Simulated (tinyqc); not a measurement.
Inside a calculation. Model: electron-beam lithography: double-Gaussian proximity function, edge placement and dose correction for parallel lines. Computed by tinyqc, a small Python program that keeps every step. Command: `OMP_NUM_THREADS=1 python tinyqc.py 3110949 3110950 out.jsonl proximity walk`. One thread of a shared host (Intel(R) Xeon(R) Processor @ 2.30GHz), about 0.01 s of CPU time with the checks. Intermediate numbers are printed to about 5 digits and carried at full precision; extremes and crossings named in words are read from the listed rows.

Lines are infinitely long. Absorbed energy is counted so that the middle of a very large area written at dose 1 receives 1; the resist develops where it exceeds 1/2.

Inputs (values chosen for the exercise, of the order of those for 20 keV electrons in resist on silicon): forward range alpha = 0.026 micrometre; backscatter range beta = 2.3 micrometre; backscatter ratio eta = 1; base dose D0 = 71 microcoulomb/cm^2; beam current = 0.53 nA; pixel size = 2 nm; width of the test line = 0.033 micrometre; pattern density around the test line = 0.084.

line widths (micrometre): [0.46, 0.48, 0.096, 0.11]

gaps between the lines (micrometre): [0.16, 1.2, 0.058]

Constants: e = 1.602176634e-19 C.

## Layout

The first line starts at x = 0; each next one starts after the width and the gap.

Lines (micrometre):
```
line  left edge  right edge  centre
1         0.000       0.460   0.230
2         0.620       1.100   0.860
3         2.300       2.396   2.348
4         2.454       2.564   2.509
```

## Interaction matrix

f(r) = [exp(-r^2/alpha^2)/alpha^2 + eta exp(-r^2/beta^2)/beta^2]/(pi (1 + eta)). A line from a to b at dose d gives E(x) = d [S(alpha) + eta S(beta)]/(1 + eta), S(s) = [erf((b - x)/s) - erf((a - x)/s)]/2. M_ij is the mean of E at the two edges of line i from line j at dose 1.

M, rows 1, 2, 3, 4:
```
[[0.30568, 0.05399, 0.00508, 0.00510],
 [0.05171, 0.30803, 0.00773, 0.00807],
 [0.02423, 0.03871, 0.26177, 0.01362],
 [0.02122, 0.03521, 0.01191, 0.26348]]
```

## Dose correction

Uncorrected edge energies are M 1. Solve M d = 1/2 for the doses d that put the mean edge energy of every line at the threshold.

edge energies at dose 1: 1 0.36985, 2 0.37555, 3 0.33832, 4 0.33182

corrected doses: 1 1.3521, 2 1.3179, 3 1.5097, 4 1.5444

largest over smallest dose = 1.1719

Line 4 needs the most and line 2 the least; a narrow isolated line much wider than alpha would need 1 + eta = 2.00.

## Printed widths

Edges are the roots of E(x) = 1/2 between a line centre and the middle of the next gap. Three cases: dose 1 everywhere; one common dose equal to the mean of d; the corrected doses.

Width error, printed less drawn (nm):
```
line  drawn width (nm)   dose 1  mean dose  corrected
1                  460  -25.991     3.7758   0.001841
2                  480  -24.648     4.8297   0.000012
3                   96  -34.186    -2.0492  -0.000066
4                  110  -36.078    -3.2522   0.002638
```

With the common mean dose the errors span 8.1 nm. With corrected doses the largest error is below 0.01 nm.

## Dose to size and latitude

A test line of width w << beta in surroundings of density rho, all at dose d: near its edge E(x) = d [S + eta rho]/(1 + eta), S = [erf((b - x)/alpha) - erf((a - x)/alpha)]/2 for edges a and b, the second term being the background energy. Dose to size d_s = (1 + eta)/(erf(w/alpha) + 2 eta rho), dose = d_s D0; edge slope d [1 - exp(-w^2/alpha^2)]/(sqrt(pi) alpha (1 + eta)); width change per 1 % of dose = 2 x 0.01 x (1/2)/slope.

dose to size d_s = 1.8259

dose = 129.64 microcoulomb/cm^2

edge slope = 0.015855 1/nm

width change per 1 % of dose = 0.63073 nm

background energy = 0.076688

The background supplies 15 % of the threshold.

## Shot noise and writing time

With dose = d_s D0: electrons per pixel N = dose x pixel area/e; relative noise 1/sqrt(N); time per cm^2 of pattern area = dose x density/current; pixel rate = current/(dose x pixel area).

electrons per pixel = 32.366

shot noise = 17.577 %

writing time per cm^2 = 5.7074 h

pixel rate = 102.21 MHz

Checks made by the program: corrected edge energies (relative difference below 1e-10).
